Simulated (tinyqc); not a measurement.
Spin curve: spin coating of a resist or spin-on film: centrifugal thinning, evaporation and the final thickness (Emslie and Meyerhofer models). Computed by tinyqc, a small Python program. Command: `OMP_NUM_THREADS=1 python tinyqc.py 3111786 3111787 out.jsonl spincoat walk`. One thread of a shared host (Intel(R) Xeon(R) Processor @ 2.30GHz), about 0.06 s of CPU time with the checks.

A Newtonian film stays uniform over the wafer; solvent and solids have the same density and the concentration is uniform through the thickness.

Inputs (values chosen for the exercise, of the order of those of a polymer resist in an ester solvent):
```
quantity                                 value          unit
solids volume fraction c0                 0.15             -
kinematic viscosity of the solvent nu_s    1.8        mm^2/s
viscosity constant k                      1600        mm^2/s
viscosity exponent gamma                   2.9             -
spin speed f                              5000           rpm
evaporation rate at 1000 rpm e0           0.36  micrometre/s
starting thickness h0                      100    micrometre
wafer radius R                             150            mm
```

Method:
- omega = 2 pi f/60; nu(c) = nu_s + k c^gamma; evaporation rate e = e0 sqrt(f/1000 rpm).
- Flow constant K = 2 omega^2/(3 nu(c0)); Reynolds number of the air omega R^2/nu_air with nu_air = 15 mm^2/s.
- Meyerhofer estimate: flow rules until (1 - c0) K h^3 = e, then evaporation alone: h_w = (e/((1 - c0) K))^(1/3), dry film c0 h_w.
- Full model for solids s and liquid l per area, h = s + l, c = s/h: ds/dt = -c Q, dl/dt = -(1 - c) Q - e, Q = 2 omega^2 h^3/(3 nu(c)); integrated adaptively (relative tolerance 1e-9) until l = 0.

dry film, estimate = 526.131 nm

Dry film against speed:
```
f (rpm)  full model (nm)  estimate (nm)  time to dry (s)
500               1923.2         1663.8           48.733
1000              1360.5         1176.5           24.427
1500              1111.0          960.6           16.298
2000               962.2          831.9           12.229
3000               785.7          679.2            8.156
4000               680.4          588.2            6.118
6000               555.6          480.3            4.079
```

What does the comparison show, and why?

The full thickness goes as f^-0.500; the estimate as (e/omega^2)^(1/3) = f^(-1/2). The time to dry goes as f^-1.00. A thickness window of 1 % allows a speed error of about 2 %. Caution: above a Reynolds number of about 3e5 the air flow near the rim turns turbulent, and evaporation is no longer uniform.
